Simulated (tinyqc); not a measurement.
CIS and TDHF on RHF in the sto-3g basis, frozen core, for BeH+, spin multiplicity 1, step by step. One step of it, computed by the program tinyqc.

Question. CIS matrix, singlets. A(ia,jb) = (e_a - e_i) d_ij d_ab + 2 (ia|jb) - (ij|ab).

orbital energies (hartree): MO1 -5.035237, MO2 -0.781630, MO3 -0.270144, MO4 -0.153034, MO5 -0.153034, MO6 0.491860

Two-electron integrals over orbitals (pq|rs), unique and non-zero (hartree); the lowest 1 orbital is frozen and left out:
```
p,q,r,s,(pq|rs)
2,2,2,2,0.567568
3,2,2,2,-0.063878
3,2,3,2,0.026084
3,3,2,2,0.323449
3,3,3,2,0.021903
3,3,3,3,0.479168
4,2,4,2,0.043026
4,3,4,2,0.029656
4,3,4,3,0.053244
4,4,2,2,0.382616
4,4,3,2,0.011926
4,4,3,3,0.402169
4,4,4,4,0.449859
5,2,5,2,0.043026
5,3,5,2,0.029656
5,3,5,3,0.053244
5,4,5,4,0.024249
5,5,2,2,0.382616
5,5,3,2,0.011926
5,5,3,3,0.402169
5,5,4,4,0.401360
5,5,5,5,0.449859
6,2,2,2,0.087276
6,2,3,2,-0.043418
6,2,3,3,-0.023592
6,2,4,4,-0.038684
6,2,5,5,-0.038684
6,2,6,2,0.120779
6,3,2,2,-0.057659
6,3,3,2,0.021456
6,3,3,3,0.058603
6,3,4,4,0.010861
6,3,5,5,0.010861
6,3,6,2,-0.041220
6,3,6,3,0.044205
6,4,4,2,-0.030855
6,4,4,3,-0.017237
6,4,6,4,0.028163
6,5,5,2,-0.030855
6,5,5,3,-0.017237
6,5,6,5,0.028163
6,6,2,2,0.550104
6,6,3,2,-0.059122
6,6,3,3,0.356231
6,6,4,4,0.384961
6,6,5,5,0.384961
6,6,6,2,0.112619
6,6,6,3,-0.051293
6,6,6,6,0.578898
```

Give: CIS matrix A, singlet.

Answer.

CIS matrix A, singlet (hartree), lower triangle:
```
,2>3,2>4,2>5,2>6
2>3,0.2402
2>4,0.0000,0.3320
2>5,0.0000,0.0000,0.3320
2>6,-0.0292,0.0000,0.0000,0.9649
```
